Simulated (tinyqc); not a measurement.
Two-dimensional dopant profile at a mask edge: lateral junction, overlap and effective channel length: one step, computed by the program tinyqc.

Ions enter for y < 0; the mask (spacer, then gate) covers y > 0. x is the depth. The surface reflects dopant during the anneal.

Question. Widths and vertical profile. Widths s_x^2 = (vertical straggle)^2 + 2 D t, s_y^2 = (lateral straggle)^2 + 2 D t. C(x, y) = V(x) (1/2) erfc(y/(sqrt2 s_y)), V(x) = Q/(sqrt(2 pi) s_x) [exp(-(x - R_p)^2/(2 s_x^2)) + exp(-(x + R_p)^2/(2 s_x^2))]; 1 nm = 1e-7 cm. The vertical junction far from the mask solves V(x) = C_B.

Inputs (values chosen for the exercise, modelled on a source-drain extension in silicon):

| quantity | value | unit |
|---|---|---|
| dose Q | 1.3e+14 | 1/cm^2 |
| projected range R_p | 20 | nm |
| vertical straggle | 6.8 | nm |
| lateral straggle | 10 | nm |
| anneal budget D t | 1.1e-13 | cm^2 |
| channel doping C_B | 1.6e+18 | 1/cm^3 |

Give: s_x; s_y; V at the surface; V at R_p; vertical junction x_j.

Answer.

s_x = 8.2608 nm

s_y = 11.045 nm

V at the surface = 6.6991e+18 1/cm^3

V at R_p = 6.2782e+19 1/cm^3

vertical junction x_j = 42.379 nm
